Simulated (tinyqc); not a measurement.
# Fully depleted semiconductor-on-insulator film with two gates, non-linear Poisson equation by Newton steps: what changes with what

One dimension across the film, front interface at x = 0, back interface at x = ts. psi is counted from the intrinsic level, n = ni exp(psi/Vt) (source grounded), holes neglected, acceptors ionised. Gates act through Cox = eps0 eox/tox and Cbox = 3.9 eps0/tb with potentials G1 = Vg - (phiM - chi - Vt ln(Nc/ni)) and G2 = Vb - (phiB - chi - Vt ln(Nc/ni)). Classical Boltzmann densities, no interface charge, no depletion in the back plane.

Inputs (values chosen for the exercise); band and dielectric values close to those of silicon: temperature T = 300 K; band gap Eg = 1.12 eV; relative permittivity eps_r = 11.5; conduction-band density of states at T Nc = 2.81e19 cm^-3; valence-band density of states at T Nv = 2.67e19 cm^-3; electron affinity chi = 4.05 eV; relative permittivity of the gate insulator (close to silicon dioxide) eox = 3.9; insulator thickness tox = 1.7 nm; film thickness ts = 21 nm; buried-oxide thickness (eps_r 3.9) tb = 17 nm; acceptor density of the film Na = 1e15 cm^-3; work function of the front gate phiM = 4.38 eV; work function of the back plane phiB = 4.1 eV; back-gate voltage Vb = -1 V.

Constants: q = 1.602176634e-19 C, kB = 1.380649e-23 J/K, Vt = kB T/q, eps0 = 8.8541878128e-14 F/cm where lengths are in cm. Results are converted to the units shown.

Each table varies one quantity; the others keep the values above.

## Charge against front-gate voltage

ni = sqrt(Nc Nv) exp(-Eg/(2 Vt)), Eg in volts. The Poisson equation eps0 eps_r d2psi/dx2 = q (n + Na), with -eps0 eps_r dpsi/dx = Cox (G1 - psi) at x = 0 and eps0 eps_r dpsi/dx = Cbox (G2 - psi) at x = ts, is solved on 300 equal intervals with half boxes at both ends; N_inv is the trapezoid sum of n. Swing = ln 10/(d ln N_inv/dVg); the last column is (dN_inv/dVb)/(dN_inv/dVg).

Charge against front-gate voltage:
columns A: Vg (V); B: psi front (V); C: psi back (V); D: N_inv (cm^-2); E: centroid/ts; F: swing (mV/decade); G: q dN_inv/dVg over Cox; H: back/front leverage
```
A          B        C        D       E       F        G       H
-0.1  0.0897  -0.0815   1.09e5   0.150    66.7  2.97e-7   0.120
0.05   0.230   0.0173   1.98e7   0.121    66.1  5.45e-5   0.110
0.2    0.370    0.116   3.71e9   0.102    66.5   0.0101   0.104
0.35   0.489    0.195  2.89e11  0.0833     125    0.418  0.0962
0.5    0.544    0.217  1.47e12  0.0636     357    0.750  0.0879
0.65   0.572    0.223  3.01e12  0.0509     644    0.847  0.0835
0.8    0.591    0.226  4.66e12  0.0426     950    0.891  0.0811
0.95   0.605    0.227  6.38e12  0.0368  1.27e3    0.916  0.0796
1.1    0.616    0.228  8.14e12  0.0325  1.59e3    0.932  0.0787
```

Read the table: what changes, and by how much?

N_inv passes 1e11 cm^-2 at Vg = 0.303 V. The swing starts at 66.7 mV a decade, against (1 + k) Vt ln 10 = 63.7 for a front channel with k = Cs Cbox/(Cox (Cs + Cbox)) = 0.0705, Cs = eps0 eps_r/ts; above threshold this column is no longer a subthreshold swing. The centroid falls from 0.150 to 0.0325 of ts and the leverage of the back gate falls from 0.120 to 0.0787. For Vg = 0.5, 0.65, 0.8, 0.95, 1.1 the density at an interface exceeds 0.3 Nc, where Boltzmann statistics fail. For Vg = 0.05, 0.2, 0.35, 0.5, 0.65, 0.8, 0.95, 1.1 the classical centroid lies within 3 nm of an interface, where confinement, left out, would push it away.

## Threshold and coupling against the back-gate voltage

VT is the Vg for N_inv = 1e11 cm^-2; -dVT/dVb from the linearised equation. Limits with Cs = eps0 eps_r/ts: front channel Cs Cbox/(Cox (Cs + Cbox)), back channel Cbox (Cox + Cs)/(Cox Cs). Swing at N_inv = 1e8 cm^-2.

The same in every row: front-channel limit = 0.0705; back-channel limit = 0.519.

Results:
```
Vb (V)  VT (V)  centroid/ts at VT  -dVT/dVb  swing (mV/decade)
-3       0.474             0.0291    0.0797               64.3
-2.25    0.414             0.0389    0.0828               64.6
-0.75    0.277              0.122     0.110               67.1
0        0.153              0.575     0.275               82.7
0.75    -0.146              0.917     0.465               88.2
1.5     -0.508              0.958     0.492               89.2
2.25    -0.881              0.972     0.501               89.6
```

Estimate the missing row, Vb = -1.5 V.

Computed row:
```
Vb (V)  VT (V)  centroid/ts at VT  -dVT/dVb  swing (mV/decade)
-1.5     0.349             0.0589    0.0892               65.1
```

With this row back in the table: As Vb goes from -3 to 2.25, VT falls from 0.474 to -0.881 V, the centroid rises from 0.0291 to 0.972 of ts and -dVT/dVb rises from 0.0797 to 0.501. The coupling covers 2.05 % of the way from the front-channel to the back-channel limit in the first row and 96.0 % in the last. A positive back bias draws the electrons to the back interface, where the back gate has more leverage and the front gate less, so the swing worsens.

tinyqc, about 0.4 s, one thread, Intel Xeon 2.30GHz (shared host): `OMP_NUM_THREADS=1 python tinyqc.py 2190090 2190091 out.jsonl`
